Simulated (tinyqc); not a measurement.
Electron continuity equation in a given potential, Scharfetter-Gummel discretisation: three discretisations compared.

Steady state in one dimension: J = q mu n E + q D dn/dx with E = -dpsi/dx and D = mu Vt, dJ/dx = 0, fixed densities nL and nR at the ends. The potential is given, psi = U x/L, and is not changed by the electrons.

12 equal intervals. Fluxes J_i = (q D/h)(n_(i+1) P_i - n_i Q_i), d_i = (psi_(i+1) - psi_i)/Vt: Scharfetter-Gummel P = B(d), Q = B(-d), B(d) = d/(exp(d) - 1); central P = 1 - d/2, Q = 1 + d/2; upwind P = 1 + max(-d, 0), Q = 1 + max(d, 0). Balance at each inner node: J_i - J_(i-1) = 0. The reference is Scharfetter-Gummel on 2400 intervals.

Inputs (values chosen for the exercise); mobility that of a made-up semiconductor: temperature T = 273 K; electron mobility mu = 8970 cm^2/(V s); length of the region L = 19 um; density at x = 0 nL = 7.4e13 cm^-3; density at x = L nR = 1.8e13 cm^-3; potential difference psi(L) - psi(0) U = 0.23 V.

Constants: q = 1.602176634e-19 C, kB = 1.380649e-23 J/K, Vt = kB T/q. Results are converted to the units shown.

Densities (cm^-3):
```
node	Scharfetter-Gummel	central	upwind	reference
0	7.4000e13	7.4000e13	7.4000e13	7.4000e13
1	7.3996e13	7.3998e13	7.3964e13	7.3996e13
2	7.3987e13	7.3992e13	7.3899e13	7.3987e13
3	7.3967e13	7.3978e13	7.3781e13	7.3967e13
4	7.3920e13	7.3946e13	7.3567e13	7.3920e13
5	7.3816e13	7.3870e13	7.3179e13	7.3816e13
6	7.3581e13	7.3689e13	7.2475e13	7.3581e13
7	7.3050e13	7.3260e13	7.1196e13	7.3050e13
8	7.1851e13	7.2241e13	6.8876e13	7.1851e13
9	6.9142e13	6.9820e13	6.4666e13	6.9142e13
10	6.3024e13	6.4071e13	5.7026e13	6.3024e13
11	4.9207e13	5.0420e13	4.3161e13	4.9207e13
12	1.8000e13	1.8000e13	1.8000e13	1.8000e13
```

What do the numbers show?

Largest errors as a share of the largest reference density listed: Scharfetter-Gummel under 1e-7 %, central 1.6 %, upwind 8.2 %. The largest |d| is 0.815. Upwinding stays positive but acts as if D were larger by the factor 1 + |d|/2, up to 1.41 here.

Numbers from tinyqc (`OMP_NUM_THREADS=1 python tinyqc.py 2220106 2220107 out.jsonl`; about 0.01 s on one thread of a shared Intel Xeon 2.30GHz).
